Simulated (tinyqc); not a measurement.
# Changing the height L

Model: global model of a low-pressure process discharge: electron temperature, density, ion flux and ion energy. Computed by tinyqc, a small Python program. Command: `OMP_NUM_THREADS=1 python tinyqc.py 3110932 3110933 out.jsonl plasma sweep`. One thread of a shared host (Intel(R) Xeon(R) Processor @ 2.30GHz), about 0.01 s of CPU time with the checks.

Maxwellian electrons with temperature T_e in eV, one positive ion, no negative ions, uniform bulk density n; rate constants have the Arrhenius form.

Inputs (values chosen for the exercise, of the order of those of an inductive discharge in a simple atomic gas):

| quantity | value | unit |
|---|---|---|
| ion mass M | 35.5 | u |
| ionisation prefactor K0 | 7e-14 | m^3/s |
| ionisation energy E_iz | 15.8 | eV |
| excitation prefactor X0 | 6.5e-15 | m^3/s |
| excitation energy E_ex | 8.56 | eV |
| elastic rate constant K_el | 5.4e-14 | m^3/s |
| ion-neutral cross section | 6.9e-19 | m^2 |
| pressure p | 1.2 | Pa |
| gas temperature T_g | 400 | K |
| radius R | 18 | cm |
| absorbed power P | 1200 | W |

Constants: k_B = 1.380649e-23 J/K; e = 1.602176634e-19 C; u = 1.6605390666e-27 kg; m_0 = 9.1093837015e-31 kg.

Method:
- n_g = p/(k_B T_g); lambda_i = 1/(n_g sigma); h_L = 0.86/sqrt(3 + L/(2 lambda_i)), h_R = 0.8/sqrt(4 + R/lambda_i); A_eff = 2 pi R^2 h_L + 2 pi R L h_R; d_eff = pi R^2 L/A_eff.
- Particle balance: K0 exp(-E_iz/T_e) n_g d_eff = u_B, u_B = sqrt(e T_e/M).
- Root found by bracketing.
- E_c = E_iz + (X0 exp(-E_ex/T_e) E_ex + K_el (3 m_0/M) T_e)/K_iz; wall potential V_s = (T_e/2) ln(M/(2 pi m_0)); E_T = E_c + 2 T_e + T_e/2 + V_s; n = P/(e u_B A_eff E_T); ion current density J = e h_L n u_B; ionised share n/n_g.

One run for each value:

| height L (cm) | T_e (eV) | ion current density J (mA/cm^2) | plasma density n (1/cm^3) | d_eff (cm) |
|---|---|---|---|---|
| 2.0 | 3.2970 | 12.214 | 6.2812e+11 | 2.373 |
| 3.1 | 2.9569 | 11.998 | 7.0870e+11 | 3.900 |
| 4.7 | 2.6932 | 11.357 | 7.7811e+11 | 6.279 |
| 7.2 | 2.4723 | 10.220 | 8.2918e+11 | 10.162 |
| 11.0 | 2.2965 | 8.639 | 8.4157e+11 | 15.976 |
| 17.0 | 2.1576 | 6.705 | 7.9732e+11 | 24.115 |
| 26.0 | 2.0592 | 4.791 | 6.9707e+11 | 33.425 |
| 40.0 | 1.9917 | 3.120 | 5.5896e+11 | 42.635 |

Over the rows, T_e (eV) falls from 3.30 to 1.99 (exponent d ln y / d ln x -0.25 between the first rows and -0.077 between the last); ion current density J (mA/cm^2) falls from 12.2 to 3.12 (exponent d ln y / d ln x -0.041 between the first rows and -1.00 between the last); plasma density n (1/cm^3) goes from 6.28e11 through a maximum among these rows, 8.42e11 at 11.0, to 5.59e11.

Extremes, crossings and ranges named in words are read from the listed rows.
